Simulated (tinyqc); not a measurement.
MOS inversion layer, Poisson-Schroedinger loop: two steps of the calculation.

Electrons confined at an insulator interface at z = 0, treated as a hard wall; parabolic valleys, Hartree approximation, no image or exchange terms. The depletion charge lies far deeper than the electrons and gives a uniform field q Nd/(eps0 eps_r); the gate balances all charge. Energies are counted from the band edge at the interface.

Values chosen for this exercise; masses and permittivity close to those of In0.53Ga0.47As: temperature T = 400 K; relative permittivity eps_r = 14; mass along z of valley set A (1 valley(s)) mz1 = 0.0402 m0; in-plane density-of-states mass of set A md1 = 0.0402 m0; sheet density of electrons Ns = 2.8e12 cm^-2; sheet density of depletion charge Nd = 3.4e11 cm^-2.

Constants: q = 1.602176634e-19 C, kB = 1.380649e-23 J/K, hbar = 1.054571817e-34 J s, m0 = 9.1093837015e-31 kg, Vt = kB T/q, eps0 = 8.8541878128e-14 F/cm where lengths are in cm, hbar^2/(2 m0) = 0.0380998212 eV nm^2. Results are converted to the units shown.

Question 1. Fermi level and occupations. Level k holds N_k = D_k Vt ln(1 + exp((EF - E_k)/Vt)) with D = md1 m0 q/(pi hbar^2) per eV (spin included); EF is fixed by sum N_k = Ns.

levels (eV): A1 0.06135262, A2 0.10729200

Give: EF; N_k.

Answer 1.

EF = 0.16377 eV
N_k (cm^-2): A1 1.7488e12, A2 1.0512e12

Question 2. Closed-form estimates. Triangular well: E_k = a_k (C F^2/mz)^(1/3), a_1 = 2.338107, a_2 = 4.087949, C = hbar^2/(2 m0), F in eV/nm. Fang-Howard (all electrons in the lowest level of set A): b^3 = 6 (mz1/C) q (Nd + 11 Ns/32)/(eps0 eps_r), centroid 3/b, level C b^2/(4 mz1) + (3/b) q (Nd + 11 Ns/16)/(eps0 eps_r). Use F = q (Nd + Ns)/(eps0 eps_r), the surface field, and F = q (Nd + Ns/2)/(eps0 eps_r).

Find: A1 with the surface field; A1 with Nd + Ns/2; A2 with Nd + Ns/2; b; Fang-Howard centroid; Fang-Howard level.

Answer 2.

A1 with the surface field = 0.27123 eV
A1 with Nd + Ns/2 = 0.18299 eV
A2 with Nd + Ns/2 = 0.31993 eV
b = 0.47412 1/nm
Fang-Howard centroid = 6.3275 nm
Fang-Howard level = 0.23850 eV

Numbers from tinyqc (`OMP_NUM_THREADS=1 python tinyqc.py 2160139 2160140 out.jsonl`; about 0.6 s on one thread of a shared Intel Xeon 2.30GHz).
